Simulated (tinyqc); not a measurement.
Inside a calculation. Model: non-radiative capture by multiphonon emission, one effective mode. Computed by tinyqc, a small Python program that keeps every step. Command: `OMP_NUM_THREADS=1 python tinyqc.py 3021518 3021519 out.jsonl capture walk`. One thread of a shared host (Intel(R) Xeon(R) Processor @ 2.30GHz), about 0.01 s of CPU time with the checks. Intermediate numbers are printed to about 5 digits and carried at full precision; extremes and crossings named in words are read from the listed rows.

The initial state (free carrier plus empty centre) lies dE above the final state; both have the same frequency and are displaced by dQ.

Inputs (values chosen for the exercise, with mass, screening and phonons like those of AlN):
```
quantity                    value                   unit
energy released dE          0.942                     eV
phonon energy hbar omega     49.2                    meV
Huang-Rhys factor S           8.5                      -
electron-phonon coupling W  0.002  eV/(u^(1/2) angstrom)
cell volume V                1750             angstrom^3
degeneracy g                    1                      -
broadening b                   36                    meV
carrier mass m               2.45                    m_0
dielectric constant eps      8.84                      -
temperature T                 500                      K
defect density N_t          3e+14                  cm^-3
```

Centre: repulsive.

Constants: hbar^2/u = 4.18015928e-03 eV angstrom^2; k_B = 8.617333262e-05 eV/K; hbar = 6.582119569e-16 eV s; Ry = 13.605693123 eV; k_B = 1.380649e-23 J/K; m_0 = 9.1093837015e-31 kg.

## Geometry of the two curves

dQ = sqrt(2 S (hbar^2/u)/hbar omega); relaxation energy lambda = S hbar omega; phonons needed P = dE/hbar omega; classical barrier E_b = (dE - lambda)^2/(4 lambda); occupation n = 1/(exp(hbar omega/k_B T) - 1).

dQ = 1.2018 u^(1/2) angstrom

lambda = 0.4182 eV

P = 19.146

classical barrier E_b = 0.16402 eV

occupation n = 0.46890

dE exceeds lambda: the inverted case usual for deep centres, in which the curves cross on the far side of the initial minimum.

## Phonon weights near resonance

Huang-Rhys weight for a net emission of p phonons: L_p = exp(-S (2n + 1)) ((n + 1)/n)^(p/2) I_p(2 S sqrt(n (n + 1))), I_p the modified Bessel function. M_p = sum_m w_m <m_i|Q|(m + p)_f>^2 with Q counted from the final minimum and Boltzmann weights w_m for m = 0..24; <m_i|Q|k_f> = sqrt((hbar^2/u)/(2 hbar omega)) [sqrt(k) <m|k-1> + sqrt(k+1) <m|k+1>], with overlaps of oscillators displaced by d = sqrt(2 S) summed on 1500 points from -16 to 16 + d. The delta function is a Gaussian of standard deviation b at dE - p hbar omega.

Weights:
```
p        L_p  M_p (u angstrom^2)  Gaussian (1/eV)
16  0.017916            0.053746       1.0704e-03
17  0.011503            0.037382       1.5003e-01
18  0.007060            0.024779       3.2481e+00
19  0.004149            0.015682       1.0862e+01
20  0.002338            0.009491       5.6111e+00
21  0.001265            0.005503       4.4772e-01
22  0.000658            0.003060       5.5182e-03
```

## Capture coefficient before scaling

C_0 = V (2 pi/hbar) g W^2 sum_p M_p Gaussian_p. The sum runs over the seven p from round(P) - 3 to round(P) + 3; 1 angstrom^3 = 1e-24 cm^3.

sum_p M_p Gaussian_p = 0.31223 u angstrom^2/eV

C_0 = 2.0863e-11 cm^3/s

## Scaled coefficient, cross-section and lifetime

Sommerfeld factor of a repulsive centre: s(k) = 2 pi nu/(exp(2 pi nu) - 1), nu = sqrt(Ry*/E), Ry* = Ry m/eps^2, averaged over (2/sqrt(pi)) sqrt(x) exp(-x) dx with x = E/k_B T = t^2 (trapezoid, t to 6 in steps of 0.01). C = s C_0; v = sqrt(3 k_B T/m); sigma = C/v; tau = 1/(C N_t).

Sommerfeld factor s = 1.0070e-04

capture coefficient C = 2.1010e-15 cm^3/s

thermal velocity v = 9.6330e+06 cm/s

cross-section sigma = 2.1810e-22 cm^2

capture time = 1.5866 s

Caution: the effective Bohr radius is under 10 angstrom, so the effective-mass Sommerfeld factor is rough.

## Quantum against classical capture

C_0 = V (2 pi/hbar) g W^2 sum_p M_p Gaussian_p. Here the sum runs over all p. Classical (Marcus) form: replace the sum by Q_c^2 exp(-E_b/k_B T)/sqrt(4 pi lambda k_B T), Q_c = dQ (dE + lambda)/(2 lambda). The last column is -k_B d ln C_0/d(1/T) from this row and the one above.

Against temperature:
```
T (K)  C_0, quantum (cm^3/s)  C_0, classical (cm^3/s)  Sommerfeld factor  activation energy (eV)
46                4.0209e-12               1.8963e-27         2.4819e-11                       -
86                4.0494e-12               3.1626e-19         5.2170e-09              6.0159e-05
140               4.4062e-12               1.2636e-15         1.5680e-07              1.6227e-03
230               6.2960e-12               2.0146e-13         2.8317e-06              1.1004e-02
340               1.0790e-11               2.4102e-12         1.9493e-05              3.3004e-02
510               2.1594e-11               1.2718e-11         1.0886e-04              6.0981e-02
800               4.4547e-11               3.9281e-11         5.4901e-04              8.7789e-02
1300              7.7813e-11               7.6942e-11         2.3392e-03              9.9972e-02
```

At 46.0 K the quantum value is 2.1e15 times the classical one: C_0 comes from tunnelling out of the lowest level and hardly depends on T. At 1300 K the ratio is 1.0. The largest apparent activation energy is 0.100 eV against the classical barrier of 0.164 eV, so an Arrhenius fit understates the barrier, through tunnelling and the broadening b at low T and the T^(-1/2) prefactor at high T. The measured coefficient is C = s C_0, and s changes by a factor 9.4e7 over these rows, so C changes by 1.8e9 where C_0 changes by 19.

Checks made by the program: Bessel formula against the sum over overlaps (relative difference below 1e-10).
